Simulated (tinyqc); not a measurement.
Virtual-crystal alloy A(1-x)B(x) in sp3s* tight binding: one step. The Hamiltonian at X. The numbers come from values chosen for the exercise (A near a published set for Ge, B for Si; such sets place X and L only to about 0.5 eV).

sp3s* tight binding, nearest neighbours only: anion (a) at 0, cation (c) at a/4 (1,1,1), orbitals s, px, py, pz, s* on each; k in units of 2 pi/a. With phases e_j = exp(i (pi/2) k.n_j) for n = (1,1,1), (1,-1,-1), (-1,1,-1), (-1,-1,1): g0 = (e1+e2+e3+e4)/4, g1 = (e1+e2-e3-e4)/4, g2 = (e1-e2+e3-e4)/4, g3 = (e1-e2-e3+e4)/4. The diagonal holds the levels Esa, Epa, Exa (s*) and Esc, Epc, Exc. Anion-cation block: <sa|sc> = Vss g0; <sa|xc> = Vsapc g1; <xa|sc> = -Vscpa g1; <xa|xc> = Vxx g0; <xa|yc> = <ya|xc> = Vxy g3, <xa|zc> = <za|xc> = Vxy g2, <ya|zc> = <za|yc> = Vxy g1; <s*a|xc> = Vxapc g1; <xa|s*c> = -Vpaxc g1; y and z take g2 and g3 in place of g1; s-s* and s*-s* vanish.

parameters (eV): Esa -4.664200, Epa 1.687000, Esc -4.664200, Epc 1.687000, Exa 6.595600, Exc 6.595600, Vss -7.827994, Vxx 1.690396, Vxy 4.685575, Vsapc 5.648706, Vscpa 5.648706, Vxapc 5.330868, Vpaxc 5.330868

Problem. k = (1,0,0); parameters in the order Esa, Epa, Esc, Epc, Exa, Exc, Vss, Vxx, Vxy, Vsapc, Vscpa, Vxapc, Vpaxc.

Give: g0, g1, g2, g3; H.

Solution.

g0, g1, g2, g3: 0.0000  1.0000i  0.0000  0.0000

H (eV), lower triangle (Hermitian):
```
           sa       xa        ya        za       s*a       sc      xc      yc      zc     s*c
sa    -4.6642
xa          0   1.6870
ya          0        0    1.6870
za          0        0         0    1.6870
s*a         0        0         0         0    6.5956
sc          0  5.6487i         0         0         0  -4.6642
xc   -5.6487i        0         0         0  -5.3309i        0  1.6870
yc          0        0         0  -4.6856i         0        0       0  1.6870
zc          0        0  -4.6856i         0         0        0       0       0  1.6870
s*c         0  5.3309i         0         0         0        0       0       0       0  6.5956
```

Computed by tinyqc, a small Python program: `OMP_NUM_THREADS=1 python tinyqc.py 1450297 1450298 out.jsonl` (the numbers bound the seed that draws the inputs); one thread of a shared host (Intel(R) Xeon(R) Processor @ 2.30GHz), about 0.1 s for the whole set of steps.
